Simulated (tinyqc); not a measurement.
Inside a calculation. Model: ballistic Schottky-barrier transistor with a two-dimensional channel, WKB contacts.

Numbers from tinyqc (`OMP_NUM_THREADS=1 python tinyqc.py 2390057 2390058 out.jsonl`; about 0.6 s on one thread of a shared Intel Xeon 2.30GHz). Printed values are rounded.

Source Fermi level 0, drain Fermi level -Vd. Far from the contacts Ec = pn - psi, and the gate moves psi one to one; the band edges relax as exp(-x/lam) from pn at the source and pn - Vd at the drain; Ev = Ec - Eg. A carrier of energy w inside the channel band meets at a contact a barrier of height D (the contact edge beyond the channel edge): T = 1 for w >= D, else exp(-S), S = 4 lam sqrt(m/C) [sqrt(D - w) - sqrt(w) arctan sqrt((D - w)/w)], C = hbar^2/(2 m0). The two contacts combine as Ts Td/(Ts + Td - Ts Td).

Parameters, values chosen for the exercise; channel values close to those of an ultrathin silicon body with silicide contacts:
```
symbol,value,unit,meaning
T,300,K,temperature
Eg,1.12,eV,band gap
pn,0.66,eV,barrier for electrons at both contacts
mn,0.2,m0,electron mass
mp,0.25,m0,hole mass
g,2,,valleys or subbands
lam,4.7,nm,screening length at the contacts
Vd,0.5,V,drain bias
ps,-0.2,V,band shift psi of the channel by the gate
w0,0.3,eV,energy of one carrier inside the channel band
wm,0.88,eV,upper end of the grid
nE,15,,points of the grid
```

Constants: q = 1.602176634e-19 C, kB = 1.380649e-23 J/K, hbar = 1.054571817e-34 J s, h = 6.62607015e-34 J s, m0 = 9.1093837015e-31 kg, Vt = kB T/q, hbar^2/(2 m0) = 0.0380998212 eV nm^2. Results are converted to the units shown.

Range of the model: No scattering, image-force lowering, channel charge or band-to-band tunnelling; parabolic kappa overstates S deep in the gap.

## Band edges and barriers

Electrons: Ds = psi, Dd = psi - Vd, Es = Ec, Ed = Ec + Vd. Holes: Ds = -psi, Dd = Vd - psi, Es = -Ev, Ed = -Ev - Vd. The size of each current is taken; both flow from drain to source and add.

Ec = 0.86 eV
Ev = -0.26 eV
D for electrons (eV): source -0.200000, drain -0.700000
D for holes (eV): source 0.200000, drain 0.700000

A negative D is no barrier. Here the holes carry the larger current.

## Transmission of one of the holes

S and T at both contacts for w = w0, and the tunnelling distance lam ln(D/w) at the higher barrier.

S at the source = 0
S at the drain = 7.85058
combined T = 3.89527e-4
tunnelling distance = 3.98230 nm

## Current of the holes on a coarse grid

I/W = g (2 q^2/h) int T(w) [N(Es + w) - N(Ed + w)] dw with w the energy of motion along the channel, N(y) = (1/2 pi) sqrt(pi m kB T/C) Fm(-y/kB T), Fm(x) = (1/sqrt(pi)) int_0^infinity u^(-1/2)/(1 + exp(u - x)) du. Electrons: Ds = psi, Dd = psi - Vd, Es = Ec, Ed = Ec + Vd. Holes: Ds = -psi, Dd = Vd - psi, Es = -Ev, Ed = -Ev - Vd. The size of each current is taken; both flow from drain to source and add. Simpson's rule on nE equally spaced w from 0 to wm.

| point | w (eV) | Ts | Td | T | size of the supply difference (1/um) |
|---|---|---|---|---|---|
| 0 | 0.000000 | 4.43284e-10 | 3.17354e-18 | 3.17354e-18 | 397.417 |
| 1 | 0.062857 | 0.00234818 | 8.84003e-11 | 8.84003e-11 | 339.781 |
| 2 | 0.125714 | 0.144385 | 3.57823e-8 | 3.57823e-8 | 268.552 |
| 3 | 0.188571 | 0.904494 | 2.25437e-6 | 2.25437e-6 | 169.611 |
| 4 | 0.251429 | 1 | 5.32018e-5 | 5.32018e-5 | 52.2317 |
| 5 | 0.314286 | 1 | 6.58901e-4 | 6.58901e-4 | 6.31383 |
| 6 | 0.377143 | 1 | 0.00507434 | 0.00507434 | 0.575083 |
| 7 | 0.440000 | 1 | 0.0267675 | 0.0267675 | 0.0507183 |
| 8 | 0.502857 | 1 | 0.102440 | 0.102440 | 0.00445998 |
| 9 | 0.565714 | 1 | 0.293472 | 0.293472 | 3.92094e-4 |
| 10 | 0.628571 | 1 | 0.633328 | 0.633328 | 3.44697e-5 |
| 11 | 0.691429 | 1 | 0.981878 | 0.981878 | 3.03029e-6 |
| 12 | 0.754286 | 1 | 1 | 1 | 2.66398e-7 |
| 13 | 0.817143 | 1 | 1 | 1 | 2.34195e-8 |
| 14 | 0.880000 | 1 | 1 | 1 | 2.05885e-9 |

current = 0.118328 uA/um

A converged quadrature gives 0.1188 uA/um; this grid is 0.41 % below that. 0.00733 % of it passes over both barriers, the rest tunnels. The other carrier adds 1.49e-12 uA/um.
